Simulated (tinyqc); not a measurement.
## Doping from the ideality factor

Question. For thermionic-field emission over a Schottky barrier the ideality factor is n = u coth(u) with u = E00/Vt and E00 = (hbar/2) sqrt(Nd/(me m0 eps0 eps_r)) in SI units (volts). Find u, E00 and Nd.

Parameters, values chosen for the exercise; band and dielectric values close to those of gallium nitride:
- T = 350 K (temperature)
- me = 0.202 m0 (electron mass)
- eps_r = 9.65 (relative permittivity)

Constants: q = 1.602176634e-19 C, kB = 1.380649e-23 J/K, eps0 = 8.8541878128e-12 F/m, hbar = 1.054571817e-34 J s, m0 = 9.1093837015e-31 kg, Vt = kB T/q. Results are converted to the units shown.

n = 1.6784594

Answer. u coth(u) rises steadily from 1, so n fixes u; the definition of E00 then gives Nd.

u = 1.527
E00 = 46.07 meV
Nd = 1.200e19 cm^-3

Numbers from tinyqc (`OMP_NUM_THREADS=1 python tinyqc.py 2640016 2640017 out.jsonl`; about 0.04 s on one thread of a shared Intel Xeon 2.30GHz).
